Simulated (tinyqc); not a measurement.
Solid solubility of a dopant against its melt (retrograde solidus), clustering and the electrically active fraction: one step, computed by the program tinyqc. Command: `OMP_NUM_THREADS=1 python tinyqc.py 3023293 3023294 out.jsonl retro walk`. One thread of a shared host (Intel(R) Xeon(R) Processor @ 2.30GHz), about 0.01 s of CPU time with the checks.

Question. Liquidus and solidus at T. x_l and x_s are atom fractions of the dopant in melt and solid; the solid is dilute. Liquidus of the host: R T ln(1 - x_l) + L x_l^2 = -H_f (1 - T/T_m). Distribution: k = x_s/x_l = exp[L (1 - x_l)^2/(R T)] exp(S/k_B - H/(k_B T)), the first factor being the activity coefficient in the melt. Solubility = x_s N0; at T_m x_l = 0.

Inputs (values chosen for the exercise, of the order of those of gallium in silicon for the solubility):

| quantity | value | unit |
|---|---|---|
| melting point of the host T_m | 1687 | K |
| heat of melting of the host H_f | 50.2 | kJ/mol |
| interaction L of the melt | 3.3 | kJ/mol |
| enthalpy of transfer from melt to solid H | 0.664 | eV |
| entropy of transfer S | -0.62 | k_B |
| site density N0 | 5e+22 | 1/cm^3 |
| temperature T | 1510 | K |

Constants: R = 8.314462618 J/(mol K); k_B = 8.617333262e-05 eV/K.

Give: x_l; distribution coefficient k; x_s; solubility; k at the melting point.

Answer.

x_l = 0.36529

distribution coefficient k = 0.0036354

x_s = 0.0013280

solubility = 6.6400e+19 1/cm^3

k at the melting point = 0.0070675

k has changed by a factor 0.51 from its value at T_m, while x_l has grown from 0 to 0.365.
